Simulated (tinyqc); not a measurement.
# Six-transistor SRAM cell, nodal equations and margins: two studies

Two cross-coupled inverters (pull-down bn, pull-up bp) hold the nodes Q and QB; access transistors (ba, threshold VTn, gate on the word line at Vdd when selected) join them to the bit lines. Transistor (EKV form, voltages against the body): I = 2 n b Vt^2 [F(vp - Vs) - F(vp - Vd)] from drain to source, F(v) = ln^2(1 + exp(v/(2 Vt))), vp = (Vg - VT + sg |Vd - Vs|)/n. n-channel bodies are at 0; for the p-channel device all voltages are counted down from Vdd. b in uA/V^2 gives I in uA. For an access transistor the bit line is the drain and the node the source. In a read both bit lines are at Vdd. The cell is symmetric (no mismatch).

Values chosen for this exercise: temperature T = 300 K; supply voltage Vdd = 0.4 V; slope factor n = 1.38; drain-induced barrier lowering sg = 0.097; n-channel threshold VTn = 0.4 V; p-channel threshold (magnitude) VTp = 0.28 V; gain factor of the pull-down transistor bn = 310 uA/V^2; gain factor of the access transistor ba = 160 uA/V^2; gain factor of the pull-up transistor bp = 140 uA/V^2.

Constants: q = 1.602176634e-19 C, kB = 1.380649e-23 J/K, Vt = kB T/q. Results are converted to the units shown.

Each table varies one quantity; the others keep the values above.

## Effect of the n-channel threshold

f(x) is the node voltage of one half-cell for input x: In = Ip in hold, In = Ip + Ia in a read. Static noise margin: side of the largest square between the curve (x, f(x)) and its mirror image (f(y), y); with h(c) the root x of f(x) - x = c, it is the maximum over c > 0 of h(c) - h(-c) + c. Q is the low node in a read and Iread the current of its access transistor. The write trip is the voltage to which the bit line of the high node must fall (the other staying at Vdd) for that state to vanish; higher is easier, and a negative value means that a grounded bit line does not write.

Results:
```
VTn (V)  hold margin (mV)  read margin (mV)  Q in a read (mV)  Iread (uA)  write trip (mV)
0.2                 121.2             53.10             38.99       2.019            122.9
0.26                140.4             74.34             33.09       1.146            80.18
0.38                139.5             107.1             25.51      0.2143         -0.01389
0.44                119.7             109.9             23.80     0.06534           -39.38
0.5                 95.86             94.69             23.11     0.01607           -77.04
```

Estimate the missing row, VTn = 0.32 V.

Computed row:
```
VTn (V)  hold margin (mV)  read margin (mV)  Q in a read (mV)  Iread (uA)  write trip (mV)
0.32                148.0             92.42             28.57      0.5520            39.78
```

With this row back in the table: As VTn goes from 0.2 to 0.5 V, the read margin goes from 53.1 through a maximum of 110 (at VTn = 0.44 V among the rows listed) to 94.7 mV, the write trip falls from 123 to -77.0 mV and Iread falls from 2.02 to 0.0161 uA. The read margin is 0.44 of the hold margin in the first row and 0.99 in the last. At VTn = 0.2, 0.26, 0.32, 0.5 V the read margin is under 100 mV, which threshold mismatch, left out here, can use up in a large array. For VTn = 0.38 to 0.5 V the write trip is negative: the cell cannot be written without assist.

## Effect of the gain factor of the pull-up transistor

Same model as above.

Effect of the gain factor of the pull-up transistor:
```
bp (uA/V^2)  hold margin (mV)  read margin (mV)  Q in a read (mV)  Iread (uA)  write trip (mV)
52                      144.0             103.3             24.79      0.1482            22.55
74                      140.9             106.3             24.79      0.1482            10.52
110                     136.6             108.9             24.80      0.1481           -3.886
150                     132.9             110.2             24.81      0.1481           -15.97
220                     127.9             110.9             24.82      0.1480           -32.10
310                     123.2             110.5             24.84      0.1479           -47.93
```

As bp goes from 52 to 310 uA/V^2, the read margin goes from 103 through a maximum of 111 (at bp = 220 uA/V^2 among the rows listed) to 110 mV, the write trip falls from 22.6 to -47.9 mV and Iread stays near 0.148 uA. The read margin is 0.72 of the hold margin in the first row and 0.90 in the last. For bp = 110 to 310 uA/V^2 the write trip is negative: the cell cannot be written without assist.

Numbers from tinyqc (`OMP_NUM_THREADS=1 python tinyqc.py 2340156 2340157 out.jsonl`; about 0.2 s on one thread of a shared Intel Xeon 2.30GHz).
